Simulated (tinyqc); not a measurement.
WKB tunnelling through a gate dielectric with a two-band (Franz) dispersion, step by step. Values are carried at full precision from step to step, so a last printed digit may differ when a step is redone from the rounded ones.

Constants: hbar^2/2m0 = 3.80998211 eV angstrom^2.

Values chosen for the exercise (of the size used for SiO2 on silicon; shifted at random, so the results belong to these values and not to a real crystal): phi = 2.94 eV (barrier above the electron energy at the emitter); t = 34 angstrom (thickness); V = 1.6 V (voltage across the layer); Eg = 8.89 eV (gap of the dielectric); m = 0.44 m0 (mass at the conduction edge).

## Shape of the barrier

Field V/t (1 V/angstrom = 100 MV/cm), the end of the forbidden region x_e = min(t, phi t/V), and u there.

field = 4.71 MV/cm
x_e = 34.00 angstrom
u(x_e) = 1.340 eV

V < phi: a trapezoid, direct tunnelling through the whole layer.

## Decay constant through the layer

At depth x the conduction edge lies u(x) = phi - V x/t above the electron. Parabolic: kappa = sqrt(m u/c). Franz: kappa = sqrt(m u (1 - u/Eg)/c), which vanishes at both band edges. c = hbar^2/2m0. T = exp(-2 integral of kappa dx) over the region u > 0; no image force, no prefactor, zero transverse momentum. The region ends at x_e = min(t, phi t/V); x_e < t is the Fowler-Nordheim regime.

Nine points x = j x_e/8.

kappa (1/angstrom):
```
x (angstrom)  u (eV)  parabolic   Franz
0.000         2.9400     0.5827  0.4767
4.250         2.7400     0.5625  0.4679
8.500         2.5400     0.5416  0.4577
12.750        2.3400     0.5198  0.4462
17.000        2.1400     0.4971  0.4332
21.250        1.9400     0.4733  0.4185
25.500        1.7400     0.4483  0.4020
29.750        1.5400     0.4217  0.3835
34.000        1.3400     0.3934  0.3625
```

At the emitter the Franz value is 18.2 % below the parabolic one, the factor sqrt(1 - phi/Eg).

## The integrals by Simpson's rule

Weights 1, 4, 2, 4, 2, 4, 2, 4, 1 times a third of the spacing.

integral of kappa dx: parabolic 16.801, Franz 14.577

## The integrals in closed form

Parabolic: (2/3) sqrt(m/c) (t/V) (phi^(3/2) - u_e^(3/2)). Franz: sqrt(m/c) Eg^(3/2) (t/V) (f(phi/Eg) - f(u_e/Eg)) with f(y) = ((2y - 1) sqrt(y (1 - y)) + arcsin(sqrt y))/4. u_e = max(phi - V, 0). T = exp(-2 I).

integral of kappa dx: parabolic 16.8013, Franz 14.5765

T: parabolic 2.55e-15, Franz 2.18e-13

The two-band dispersion raises T by a factor 85.6.

## Checks

- Franz integral in closed form against adaptive quadrature: both 14.5765.

Computed by tinyqc, a small Python program: `OMP_NUM_THREADS=1 python tinyqc.py 1481949 1481950 out.jsonl` (the numbers bound the seed that draws the inputs); one thread of a shared host (Intel(R) Xeon(R) Processor @ 2.30GHz), about 0.01 s for the whole set of steps.
